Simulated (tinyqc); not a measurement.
Planar ballistic transistor, top-of-the-barrier model: two steps of the calculation.

At the top of the source barrier, states moving towards the drain are filled by the source (Fermi level 0) and states moving back by the drain (Fermi level -q Vd); nothing scatters. U is the shift of the band edge there, set by the capacitances CG, CD and CS (the total) and by the charge. Parabolic two-dimensional band; the source is grounded.

Parameters, values chosen for the exercise; mass and valleys made up:
```
symbol   value  unit                                                                 meaning
T          150     K                                                             temperature
m       0.0526    m0                                                          effective mass
gv           2                                                             valley degeneracy
eox        3.9                                   relative permittivity of the gate insulator
tox        1.8    nm                                                     insulator thickness
aG        0.75                                                            gate control CG/CS
aD       0.103                                                           drain control CD/CS
E0        0.26    eV  band edge at the barrier top above the source Fermi level at zero bias
Vg         0.8     V                                                            gate voltage
Vd         0.8     V                                                           drain voltage
```

Constants: q = 1.602176634e-19 C, kB = 1.380649e-23 J/K, hbar = 1.054571817e-34 J s, m0 = 9.1093837015e-31 kg, Vt = kB T/q, eps0 = 8.8541878128e-14 F/cm where lengths are in cm. Results are converted to the units shown.

Task 1. Density of states, capacitances and charge at zero bias. N0 = gv m kB T/(pi hbar^2), CG = eps0 eox/tox, vT = sqrt(2 kB T/(pi m)), CS = CG/aG, n0 = n at U = 0 and Vd = 0. eta1 = -(E0 + U)/Vt, eta2 = eta1 - Vd/Vt, n = (N0/2)[F_0(eta1) + F_0(eta2)], F_0(x) = ln(1 + exp x). UL = -(aG Vg + aD Vd).

Give: N0; CG; CS; n0; UL.

Result 1.

N0 = 5.680e11 cm^-2
CG = 1.918 uF/cm^2
CS = 2.558 uF/cm^2
n0 = 1044 cm^-2
UL = -0.6824 eV

Task 2. Current, mean velocity and share of the gate voltage. I = q (N0/2) vT [F_(1/2)(eta1) - F_(1/2)(eta2)] per width, F_(1/2)(x) = (2/sqrt(pi)) int_0^infinity u^(1/2)/(1 + exp(u - x)) du. Mean velocity I/(q n). CQ = (q/Vt) dn/d(eta1); the band edge follows the gate as -dU/dVg = aG/(1 + CQ/CS).

converged U = -0.43775517 eV

Give: eta1; n; I; mean velocity; CQ; -dU/dVg.

Result 2.

eta1 = 13.752
n = 3.9058e12 cm^-2
I = 2914.6 uA/um
mean velocity = 4.6577e7 cm/s
CQ = 3.5204 uF/cm^2
-dU/dVg = 0.31562 eV/V

The carriers from the source are degenerate (eta1 = 13.8), and the mean velocity is 2.81 times vT = sqrt(2 kB T/(pi m)) = 1.66e7 cm/s.

Numbers from tinyqc (`OMP_NUM_THREADS=1 python tinyqc.py 2400007 2400008 out.jsonl`; about 0.01 s on one thread of a shared Intel Xeon 2.30GHz).
